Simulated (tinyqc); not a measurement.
Depth of the donor: donor near an oxide interface in a gate field (two-state model).

Interface at z = 0 (hard wall), donor at z = d, field F pulling electrons to the interface: potential e F z; 1 kV/cm = 1e-5 eV/angstrom, c = hbar^2/2m0, q = e^2/(4 pi eps0), Q = (eps - eo)/(eps + eo). Donor state: E_D = e F d - ED - q Q/(4 eps d), the last term joining the images of ion and electron. Interface state: z exp(-b z/2) exp(-rho^2/(2 L^2)) with E_z = c b^2/(4 mz) + 3 e F/b + q Q b/(8 eps), minimised over b; in the plane at z = 3/b the ion (distance D = d - 3/b) and its image (D' = d + 3/b) give E_rho = c/(mt L^2) - (q/eps)(sqrt(pi)/L)[erfcx(D/L) + Q erfcx(D'/L)], erfcx(x) = exp(x^2) erfc(x), minimised over L. E_I = E_z + E_rho.

The two states couple by t = t0 exp(-D/aD) with t0 = q/(eps aD) (2 aD/L) sqrt(aD b/2) v, v a valley factor; this form is an estimate. With detuning u = E_D - E_I the splitting is sqrt(u^2 + 4 t^2) and the lower state has weight (1 - u/sqrt(u^2 + 4 t^2))/2 on the donor.

Constants: hbar^2/2m0 = 3.80998211 eV angstrom^2; e^2/(4 pi eps0) = 14.39964547 eV angstrom.

Inputs chosen for the exercise (near those of a donor in Si below Si3N4, static dielectric constants; the results hold for these values, not for the real material): ED = 45.4 meV (bulk binding energy); mz = 0.932 m0 (mass across the interface); mt = 0.186 m0 (mass in the plane); eps = 11.5 (dielectric constant of the semiconductor); eo = 7.5 (dielectric constant of the oxide); aD = 17 angstrom (donor radius); v = 0.36 (valley factor); dl = (60, 80, 105, 135, 170, 215, 270) angstrom (depths).

Critical field, and the coupling, E_rho and L at that field.

Results:
```
d (angstrom)  critical field (kV/cm)  e F d/ED  t (meV)  E_rho (meV)  L (angstrom)
60                             134.2     1.773      2.0       -18.21            58
80                              91.0     1.603     0.58       -14.17            71
105                             64.4     1.488     0.13       -11.12            87
135                             47.3     1.408    0.022        -8.86           104
170                             36.0     1.349   0.0028        -7.18           122
215                             27.4     1.299  0.00020        -5.78           144
270                             21.2     1.259  8.2e-06        -4.68           170
```

The critical field falls from 134 to 21 kV/cm, with exponent -1.23 in d, while t drops by a factor 2.4e+05, about e for each 17 angstrom at the end (aD = 17). One lattice plane (1.36 angstrom) of misplacement changes t by 8 % and the critical field by about 1.6 % at 105 angstrom.

(tinyqc, `OMP_NUM_THREADS=1 python tinyqc.py 1250655 1250656 out.jsonl`, Intel(R) Xeon(R) Processor @ 2.30GHz, 1 thread, shared host, about 0.04 s.)
